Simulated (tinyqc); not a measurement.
Yield over energy: physical sputtering: collision-cascade yield, angular dependence, faceting and resputtering in deposition. Computed by tinyqc, a small Python program. Command: `OMP_NUM_THREADS=1 python tinyqc.py 3015981 3015982 out.jsonl sputter walk`. One thread of a shared host (Intel(R) Xeon(R) Processor @ 2.30GHz), about 0.01 s of CPU time with the checks.

Ions start collision cascades; atoms that reach the surface with more than U leave. The target is amorphous or fine-grained.

Inputs (values chosen for the exercise, modelled on gallium ions on aluminium):
```
quantity                  value     unit
ion Z1                       31        -
ion mass M1                69.7        u
target Z2                    13        -
target mass M2            26.98        u
surface binding energy U   3.39       eV
target density N           60.2   1/nm^3
fit factor Q                  1        -
ion energy E                590       eV
current density J           2.2  mA/cm^2
```

Constants: e = 1.602176634e-19 C.

Method. gamma = 4 M1 M2/(M1 + M2)^2; threshold E_th = 6.7 U/gamma for M1 >= M2, else U (1 + 5.7 M1/M2)/gamma. eps = 0.03255 M2 E/(Z1 Z2 (M1 + M2) z), z = (Z1^(2/3) + Z2^(2/3))^(1/2), E in eV; s_n = 3.441 sqrt(eps) ln(eps + 2.718)/(1 + 6.355 sqrt(eps) + eps (6.882 sqrt(eps) - 1.708)); S_n = 84.78 Z1 Z2 M1 s_n/((M1 + M2) z) in eV angstrom^2; alpha = 0.249 (M2/M1)^0.56 + 0.0035 (M2/M1)^1.5 for M1 <= M2, else 0.0875 (M2/M1)^(-0.15) + 0.165 M2/M1; Y0 = 0.042 Q alpha S_n/U [1 - sqrt(E_th/E)]^2.5 (the electronic-loss factor of the full formula is dropped). Erosion rate = Y0 J/(e N); 1 cm^2 = 1e14 nm^2.

threshold E_th = 28.2236 eV

Normal incidence:
```
E (eV)         eps  S_n (eV angstrom^2)      Y0  Y0 per keV
50      2.8721e-04                330.6  0.0208      0.4163
100     5.7442e-04                449.7  0.1381      1.3807
200     1.1488e-03                603.4  0.3794      1.8969
300     1.7233e-03                711.3  0.5810      1.9367
500     2.8721e-03                866.8  0.8980      1.7961
1000    5.7442e-03               1112.3  1.4335      1.4335
2000    1.1488e-02               1392.1  2.0713      1.0357
5000    2.8721e-02               1794.3  3.0129      0.6026
10000   5.7442e-02               2097.3  3.7350      0.3735
30000   1.7233e-01               2480.9  4.6847      0.1562
100000  5.7442e-01               2491.0  4.8738      0.0487
```

What follows from these numbers?

The yield per keV peaks at 300 eV among these rows, 11 times the threshold, the most economical range for removing atoms. Y0 varies as E^2.73 between the first rows and as E^0.03 at the end, where nuclear stopping is flattening. Caution: the electronic-loss factor, dropped here, would lower the yields at the highest energies slightly.

Extremes, crossings and ranges named in words are read from the listed rows.
